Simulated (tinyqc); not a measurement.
Inside a calculation. Model: hydrogen passivation and dissociation of interface defects with a spread of activation energies. Computed by tinyqc, a small Python program that keeps every step. Command: `OMP_NUM_THREADS=1 python tinyqc.py 3027560 3027561 out.jsonl passivation walk`. One thread of a shared host (Intel(R) Xeon(R) Processor @ 2.30GHz), about 0.01 s of CPU time with the checks. Intermediate numbers are printed to about 6 digits and carried at full precision; extremes and crossings named in words are read from the listed rows.

All defects start passivated and lose hydrogen by HP -> P + H; no hydrogen is supplied. Activation energies are normally distributed.

Inputs (values chosen for the exercise, for a model interface):

| quantity | value | unit |
|---|---|---|
| defect density N_0 | 1.3e+12 | cm^-2 |
| mean dissociation energy E_d | 2.64 | eV |
| spread s_d | 0.055 | eV |
| prefactor k_d0 | 1.2e+13 | 1/s |
| anneal temperature T | 840 | K |
| anneal time t | 38 | s |

Ambient: vacuum.

Constants: k_B = 8.617333262e-05 eV/K.

## Sites at the mean energies

b = k_d0 exp(-E_d/k_B T); the active share of one kind of site is 1 - exp(-b t).

dissociation rate b = 0.00173731 1/s

active share, single energy = 0.0638859

## A five-point average

Gauss-Hermite nodes for a unit normal variable, z = 0, +/-1.355626, +/-2.856970 with weights 0.533333, 0.222076, 0.011257; the energy is E_d + s_d z.

Nodes:

| z | weight | energy (eV) | rate (1/s) | active share |
|---|---|---|---|---|
| -2.856970 | 0.011257 | 2.48287 | 0.0152278 | 0.439349 |
| -1.355626 | 0.222076 | 2.56544 | 0.0048665 | 0.168835 |
| 0.000000 | 0.533333 | 2.64000 | 0.0017373 | 0.063886 |
| 1.355626 | 0.222076 | 2.71456 | 0.0006202 | 0.023293 |
| 2.856970 | 0.011257 | 2.79713 | 0.0001982 | 0.007504 |

active share, five points = 0.0817695

## Average over the spread

Full average: z from -5 to 5 in steps of 0.125 with normalised weights exp(-z^2/2), energy = mean + spread x z.

active share = 0.0817714

active defects = 1.06303e+11 cm^-2

The spread changes the active share from 0.0639 to 0.0818.

## Isochronal anneals

The formulas are those given above.

Same time, other temperatures:

| T (K) | b (1/s) | active share, single energy | active share, spread |
|---|---|---|---|
| 700 | 1.18037e-06 | 4.48530e-05 | 6.79651e-05 |
| 750 | 2.18354e-05 | 8.29403e-04 | 1.19032e-03 |
| 800 | 2.80487e-04 | 1.06019e-02 | 1.44530e-02 |
| 850 | 2.66823e-03 | 9.64219e-02 | 1.20410e-01 |
| 900 | 1.97620e-02 | 5.28086e-01 | 5.40284e-01 |
| 950 | 1.18550e-01 | 9.88945e-01 | 9.52119e-01 |
| 1000 | 5.94521e-01 | 1.00000e+00 | 9.99717e-01 |
| 1050 | 2.55705e+00 | 1.00000e+00 | 1.00000e+00 |
| 1100 | 9.63194e+00 | 1.00000e+00 | 1.00000e+00 |

Hydrogen is lost over a window: solving the same formulas, the share goes from 10 to 90 % within 93 K with the spread and 80 K without, since weakly bound sites go early and strongly bound ones late; half is lost near 896 K, where k_B T ln(k_d0 t) is about E_d.

## Isothermal kinetics

Times are decades about 1/b of the mean site. The last column is the part of the change still to come; rows stop once it is below 1e-5.

Against time:

| t (s) | active share, single energy | active share, spread | unreacted part |
|---|---|---|---|
| 0.6 | 1.04185e-03 | 1.38948e-03 | 0.998611 |
| 6 | 1.03697e-02 | 1.37422e-02 | 0.986258 |
| 60 | 9.89899e-02 | 1.24023e-01 | 0.875977 |
| 600 | 6.47389e-01 | 6.37119e-01 | 0.362881 |
| 6000 | 9.99970e-01 | 9.91002e-01 | 0.008998 |

A single energy finishes within about two decades of time. With the spread the unreacted part is 0.99 at 6 s and still 0.0090 at 6000 s, where one energy leaves 3.0e-5: a width of s/k_B T = 0.76 in ln(rate) stretches the decay only mildly.

Checks made by the program: the average on a grid twice as fine (relative difference 4e-07).
